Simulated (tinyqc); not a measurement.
# CMOS inverter, nodal equation and switching: energy per operation against supply voltage

An n-channel pull-down (bn, VTn) and a p-channel pull-up (bp, VTp) share the input Vin and the output node Vout, which carries the load C. Transistor (EKV form, voltages against the body): I = 2 n b Vt^2 [F(vp - Vs) - F(vp - Vd)] from drain to source, F(v) = ln^2(1 + exp(v/(2 Vt))), vp = (Vg - VT + sg |Vd - Vs|)/n. n-channel bodies are at 0; for the p-channel device all voltages are counted down from Vdd. b in uA/V^2 gives I in uA. Static: In = Ip. Transient: C dVout/dt = Ip - In. No velocity saturation, no gate capacitance beyond C.

For a step input the delay to Vdd/2 is tHL = C times the integral of dV/(In - Ip) from Vdd/2 to Vdd at Vin = Vdd, and tLH likewise with Ip - In from 0 to Vdd/2 at Vin = 0. A chain of 20 such gates sets the cycle time tc = 20 (tHL + tLH)/2; per gate and cycle the switching energy is 0.1 C Vdd^2 and the leakage energy Vdd Ileak tc, Ileak the mean supply current at Vin = 0 and Vdd.

Inputs (values chosen for the exercise): temperature T = 300 K; slope factor n = 1.27; drain-induced barrier lowering sg = 0.045; n-channel threshold VTn = 0.41 V; p-channel threshold (magnitude) VTp = 0.27 V; gain factor of the pull-down transistor bn = 270 uA/V^2; gain factor of the pull-up transistor bp = 220 uA/V^2; load capacitance C = 2.7 fF.

Constants: q = 1.602176634e-19 C, kB = 1.380649e-23 J/K, Vt = kB T/q. Results are converted to the units shown.

Result of one run:
```
tc (ns),switching (aJ),leakage (aJ),total (aJ)
25.53,43.20,0.8814,44.08
```

Which supply voltage Vdd gave this result: 0.2, 0.4, 0.5 or 0.6 V?

Vdd = 0.4 V.

The whole series:
```
Vdd (V),tc (ns),switching (aJ),leakage (aJ),total (aJ)
0.15,1.917e4,6.075,168.4,174.5
0.2,3407,10.80,44.51,55.31
0.25,864.5,16.88,15.19,32.07
0.3,237.9,24.30,5.378,29.68
0.35,72.13,33.08,2.036,35.11
0.4,25.53,43.20,0.8814,44.08
0.5,5.782,67.50,0.2858,67.79
0.6,2.445,97.20,0.1661,97.37
0.8,0.9869,172.8,0.1171,172.9
1,0.5946,270.0,0.1156,270.1
```

The total energy goes from 174 through a minimum of 29.7 (at Vdd = 0.3 V among the rows listed) to 270 aJ, while the cycle time falls from 19200 to 0.595 ns. Leakage makes up 97 % of the total in the first row and 0.043 % in the last. Below threshold the cycle lengthens exponentially and leakage flows for all of it, hence the minimum. For Vdd = 0.8 to 1 V the overdrive passes 0.5 V, where velocity saturation, left out here, would lengthen the delays of short devices. For Vdd = 0.15 to 0.4 V the supply is below a threshold, where mismatch, left out here, dominates margins and delay.

tinyqc, about 0.05 s, one thread, Intel Xeon 2.30GHz (shared host): `OMP_NUM_THREADS=1 python tinyqc.py 2340131 2340132 out.jsonl`
